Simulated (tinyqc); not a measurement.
# Quantum limit of the contact resistance of a two-dimensional channel: two studies

Parabolic band with gv valleys, C = hbar^2/(2 m0), eta = (EF - Ec)/(kB T). Landauer picture: each mode conducts 2 q^2/h, and the contacts and the channel add incoherently in series, 1/Tt - 1 = 2 (1/tc - 1) + L/lam for the total transmission Tt.

Values chosen for this exercise:

| symbol | value | unit | meaning |
|---|---|---|---|
| T | 300 | K | temperature |
| m | 0.43 | m0 | mass |
| gv | 1 |  | valleys |
| n | 2e12 | cm^-2 | carrier density |
| tc | 0.11 |  | transmission of each contact |
| lam | 6.9 | nm | back-scattering length of the channel |

Constants: q = 1.602176634e-19 C, kB = 1.380649e-23 J/K, hbar = 1.054571817e-34 J s, h = 6.62607015e-34 J s, m0 = 9.1093837015e-31 kg, Vt = kB T/q, hbar^2/(2 m0) = 0.0380998212 eV nm^2. Results are converted to the units shown.

Each table varies one quantity; the others keep the values above.

## Quantum limit against density

n = N ln(1 + exp(eta)), N = gv m kB T/(2 pi C); modes per width M = gv sqrt(m kB T/C) Fm(eta)/(2 sqrt(pi)), Fm(x) = (1/sqrt(pi)) int_0^infinity u^(-1/2)/(1 + exp(u - x)) du; at zero temperature M0 = gv kF/pi, kF = sqrt(2 pi n/gv). kB T in eV. RQ = (h/2q^2)/M for the whole device, R = RQ/Tt; the part of one contact is Rc = RQ (1/tc - 1/2) and the channel adds RQ L/lam.

Results:
```
n (cm^-2),eta,M (1/um),M0 (1/um),RQ/2 (ohm um)
1.4e11,-3.4865,4.5654,29.854,1413.5
3.4e11,-2.5775,10.990,46.524,587.21
8.3e11,-1.6311,26.259,72.691,245.76
2e12,-0.61929,60.199,112.84,107.20
5e12,0.66015,133.61,178.41,48.297
1.2e13,2.5057,254.24,276.40,25.382
7.3e13,15.720,680.56,681.71,9.4822
```

Estimate the missing row, n = 3e13 cm^-2.

Computed row:
```
n (cm^-2),eta,M (1/um),M0 (1/um),RQ/2 (ohm um)
3e13,6.4589,432.03,437.02,14.937
```

With this row back in the table: The limit for one contact, RQ/2, falls from 1410 to 9.48 ohm um, as n^(-0.99) between the first two rows (eta = -3.5) and n^(-0.51) between the last two (eta = 16); the non-degenerate power is -1 and the degenerate one -1/2. M0 is 6.54 times M in the first row and 0.17 % above it in the last. In 1 of the 8 rows EF lies more than 0.3 eV above Ec, where real bands are no longer parabolic.

## Total resistance against length

Same model as above.

kB T in eV.

Results:
```
L (nm),R (ohm um),share of the contacts (%)
0.89,3711,99.25
2.2,3752,98.18
5.4,3852,95.64
13,4088,90.12
33,4709,78.23
200,9898,37.22
```

Estimate the missing row, L = 82 nm.

Computed row:
```
L (nm),R (ohm um),share of the contacts (%)
82,6232,59.11
```

With this row back in the table: R is a straight line in L with intercept 2 Rc = 3680 ohm um; the share of the contacts falls from 99.3 to 37.2 % and is one half at L = lam (2/tc - 1) = 119 nm.

Computed by the program tinyqc: `OMP_NUM_THREADS=1 python tinyqc.py 2760042 2760043 out.jsonl`, one thread of a shared Intel Xeon 2.30GHz, about 0.01 s for the whole run.
